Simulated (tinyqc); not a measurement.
Chip with leakage that grows with temperature, electro-thermal loop and runaway: one step of the calculation.

One temperature T for the device, T = T0 + Rth P(T), with P(T) = Pd + Pl (T/300 K)^2 exp[(q Ea/kB)(1/(300 K) - 1/T)]. The loop gain is Rth dP/dT; a solution is thermally stable when it is below one.

Question. Loop gain and effective thermal resistance. P(T) = Pd + Pl (T/300 K)^2 exp[(q Ea/kB)(1/(300 K) - 1/T)]; P'(T) = (P - Pd)(2/T + q Ea/(kB T^2)); G = Rth P'. A small change of T0 changes T by 1/(1 - G) times as much.

Inputs (values chosen for the exercise): temperature-independent switching power Pd = 1.8 W; leakage power at 300 K Pl = 0.0189 W; activation energy of the leakage Ea = 0.5 eV; thermal resistance Rth = 10 K/W.

Constants: q = 1.602176634e-19 C, kB = 1.380649e-23 J/K. Results are converted to the units shown.

converged T = 340.41852 K

Give: P; G; dT/dT0.

Answer.

P = 2.042 W
G = 0.1353
dT/dT0 = 1.156

The feedback is positive: heating raises the power. A second, unstable solution lies at 415.1 K; above it the temperature runs away.

Program tinyqc, `OMP_NUM_THREADS=1 python tinyqc.py 2520069 2520070 out.jsonl`; Intel Xeon 2.30GHz, shared host, one thread, about 0.01 s.
